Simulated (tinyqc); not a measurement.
# Worked calculation: cell-based percolation model of oxide breakdown

Numbers from tinyqc (`OMP_NUM_THREADS=1 python tinyqc.py 2070009 2070010 out.jsonl`; about 0.01 s on one thread of a shared Intel Xeon 2.30GHz). Printed values are rounded.

The oxide, of thickness n a, is cut into cubic cells. A cell is defective with the chance l = 1 - exp(-a^3 N), N = N1 (t/1 s)^al. A column of n defective cells breaks the oxide down, and the area holds M = A/a^2 independent columns: 1 - F = (1 - l^n)^M.

Parameters, values chosen for the exercise:
- a = 0.8 nm (edge of a cell)
- n = 5 (cells across the oxide)
- A = 1300 um^2 (area)
- al = 0.79 (exponent of defect growth)
- N1 = 3.6e17 cm^-3 (defect density after 1 s)

## Critical defect density

At F = 1 - 1/e: l_c = (1 - exp(-1/M))^(1/n), N_bd = -ln(1 - l_c)/a^3, t63 = (N_bd/N1)^(1/al). W = ln(-ln(1 - F)); for small l, W = ln M + n ln(a^3 N), so the Weibull slope is n al.

thickness = 4 nm
M = 2.03125e9
l_c = 0.0137546
N_bd = 2.70509e19 cm^-3
N_bd times thickness = 1.08204e13 cm^-2
t63 = 236.881 s
n al = 3.95

## The distribution

t, point 0 to 6 (s): 23  41  74  130  200  240  300

N, l, F and W = ln(-ln(1 - F)) at each time; the slope is taken between the end points.

```
point   N (cm^-3)           l           F         W
0      4.28615e18  0.00219210  1.02813e-4  -9.18255
1      6.76709e18  0.00345875  0.00100495  -6.90232
2      1.07894e19  0.00550892   0.0102532  -4.57502
3      1.68391e19  0.00858454   0.0903538  -2.35705
4      2.36655e19   0.0120436    0.402318  -0.66418
5      2.73319e19   0.0138965    0.650988   0.05131
6      3.26008e19   0.0165531    0.919893   0.92600
```

slope = 3.93591

The slope is 0.36 % below n al, since l grows a little more slowly than N.
